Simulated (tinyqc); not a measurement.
BCS gap equation with a constant attraction inside the Debye window. From T_c back to Debye temperature Theta. Computed by tinyqc, a small Python program. Command: `OMP_NUM_THREADS=1 python tinyqc.py 3002756 3002757 out.jsonl bcs inv`. One thread of a shared host (Intel(R) Xeon(R) Processor @ 2.30GHz), about 0.02 s of CPU time with the checks.

Pairs attract with strength V for |xi| < k_B Theta; N(0) is the density of states for one spin. Energies are given as temperatures (E/k_B, in K) unless marked.

Inputs (values chosen for the exercise, for a model metal): coupling N(0)V = 0.306.

Solver: bisection.

Constants: k_B = 8.617333262e-05 eV/K.

Method:
- At T = 0 the gap equation 1/(N(0)V) = int_0^Theta d xi/sqrt(xi^2 + Delta^2) has the integral arcsinh(Theta/Delta), so Delta_0 = Theta/sinh(1/(N(0)V)); weak coupling gives 2 Theta exp(-1/(N(0)V)).
- Gap equation: 1/(N(0)V) = I(Delta, T) = int_0^Theta tanh(E/2T)/E d xi, E = sqrt(xi^2 + Delta^2); 64 Gauss-Legendre points in y with xi = max(Delta, T) sinh(y).
- T_c solves I(0, T_c) = 1/(N(0)V); the weak-coupling form is T_c = (2 e^C/pi) Theta exp(-1/(N(0)V)) with Euler's C = 0.5772157, and 2 Delta_0/T_c then tends to 2 pi e^-C = 3.528.

Task: A run gave the result below. Find the Debye temperature Theta, known to lie between 230 and 490 K.

T_c = 11.7238 K

Result:

Each step takes the trial c = (a f_b - b f_a)/(f_b - f_a), f being the result less the target and a, b, c the logarithms of the listed values; c replaces end b, the old b replaces a if the sign of f changed, and otherwise f_a is halved.

Scan of the range:
```
Debye temperature Theta (K)  T_c (K)
230                           9.9318
261                          11.2704
296                          12.7818
336                          14.5090
381                          16.4522
432                          18.6544
490                          21.1590
```

False position (Illinois rule, in the logarithm of the input) inside the bracket:
```
step    end a    end b    trial  T_c (K)
1     261.000  296.000  271.041  11.7040
2     296.000  271.041  271.480  11.7230
3     296.000  271.480  271.518  11.7246
4     271.480  271.518  271.500  11.7238
5     271.518  271.500  271.500  11.7238
```

T_c rises at every point of a 13-point scan of the range (every second point is shown), so one value fits; it is bracketed by 261 and 296. The scan shows a pure power law with exponent 1.000, so scaling from any one row also gives the answer directly. Answer: Debye temperature Theta = 271.5 K.
